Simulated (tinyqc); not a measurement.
Domain walls in a thin film with perpendicular anisotropy: Bloch, Neel and chiral walls, motion and stripe domains: one step, computed by the program tinyqc. Command: `OMP_NUM_THREADS=1 python tinyqc.py 3002282 3002283 out.jsonl mwall walk`. One thread of a shared host (Intel(R) Xeon(R) Processor @ 2.30GHz), about 0.01 s of CPU time with the checks.

One-dimensional wall: polar angle theta(x), azimuth phi of the moment in the wall (phi = 0 Neel, 90 degrees Bloch). mu_0 = 1.25663706212e-6 T m/A, gamma = 1.76085963023e11 rad/(s T).

Problem. Stripe domains. Dipolar length l = sigma/(mu_0 M_s^2); for t much smaller than the period the domain width is w = 0.955 t exp(pi l/t) (Kaplan and Gehring), given as log10 of w in nm.

Inputs (values chosen for the exercise, for a model film): saturation magnetisation M_s = 1370 kA/m; thickness t = 2.1 nm.

wall energy sigma = 12.07609 mJ/m^2

Give: dipolar length l; log10 of the domain width in nm.

Solution.

dipolar length l = 5.120 nm

log10 of the domain width in nm = 3.629

Equilibrium domains are about 4300 nm wide.
